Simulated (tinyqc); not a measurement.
Inside a calculation: heavy doping: gap narrowing, degeneracy and the minority density. Values are carried at full precision from step to step, so a last printed digit may differ when a step is redone from the rounded ones.

Empirical narrowing (Slotboom form, constants chosen for the exercise; published fits of this form give the apparent narrowing, here it is taken as the true one): dEg = E0 [ln(N/N0) + sqrt(ln(N/N0)^2 + C)].

Constants: kB = 8.617333262e-05 eV/K; e^2/(4 pi eps0) = 14.39964547 eV angstrom.

Parameters, chosen for this exercise (gap and densities of states near those of Si at this temperature; narrowing constants near the fits for Si; not measured data): N = 3.2e+18 1/cm^3 (ionised acceptors, equal to the majority density); E0 = 6.66 meV (narrowing scale); N0 = 8.6e+16 1/cm^3 (onset density); C = 0.5 (smoothing constant); Nv = 2.25e+19 1/cm^3 (valence-band density of states); Eg = 1.091 eV (gap); Nc = 5.26e+19 1/cm^3 (conduction-band density of states); T = 450 K; eps = 12 (dielectric constant); Mv = 1 (majority valleys).

## Gap narrowing

Evaluate at N.

ln(N/N0) = 3.6166
dEg (empirical fit) = 48.63 meV

Well above N0 each decade of doping adds 2 E0 ln 10 = 30.7 meV.

## Degeneracy of the majority band

F_j(eta) = (1/Gamma(j + 1)) integral_0^infinity x^j dx/(1 + exp(x - eta)), which tends to exp(eta) for eta << 0.

Majority: N = Nv F_1/2(eta), eta the distance of EF beyond the majority band edge in kT. Degeneracy factor gam = F_1/2(eta)/exp(eta). ni0^2 = Nc Nv exp(-Eg/kT); product n p = ni0^2 gam exp(dEg/kT), dEg the true narrowing; apparent narrowing dEa = dEg + kT ln gam; minority density = n p/N.

Solve for eta and form gam.

N/Nv = 0.1422
eta = -1.9002
gam = 0.9511

## Product and minority density

Combine both effects.

ni0 = 2.67e+13 1/cm^3
exp(dEg/kT) = 3.50
dEa = 46.7 meV
sqrt(n p) = 4.88e+13 1/cm^3
minority density = 7.45e+08 1/cm^3

Narrowing multiplies the product by 3.5 and degeneracy by 0.951; together they change the minority density by a factor 3.33 against ni0^2/N.

## Two estimates of the size

Two physical estimates, e2 = e^2/(4 pi eps0), N in 1/angstrom^3: exchange shift at the Fermi level, Ex = (e2/eps) kF/pi with kF = (3 pi^2 N/Mv)^(1/3); screened-pair energy (Lanyon-Tuft), Es = (3/4)(e2/eps) qs with qs^2 = (4 pi e2 N/(eps kT)) F_-1/2(eta)/F_1/2(eta).

Evaluate both at N.

kF = 0.04559 1/angstrom
Ex = 17.41 meV
Es = 30.98 meV

Against the fitted dEg = 48.6 meV, Ex is 0.36 and Es 0.64 times as large; each keeps one mechanism only, and Ex assumes a strongly degenerate gas, while here eta is only -1.90.

## Checks

- Minority density against the Boltzmann occupation of the other band at the narrowed gap (1/cm^3): both 7.450e+08.

Program tinyqc; command `OMP_NUM_THREADS=1 python tinyqc.py 1652711 1652712 out.jsonl`; about 0.01 s on one thread of a shared Intel(R) Xeon(R) Processor @ 2.30GHz.
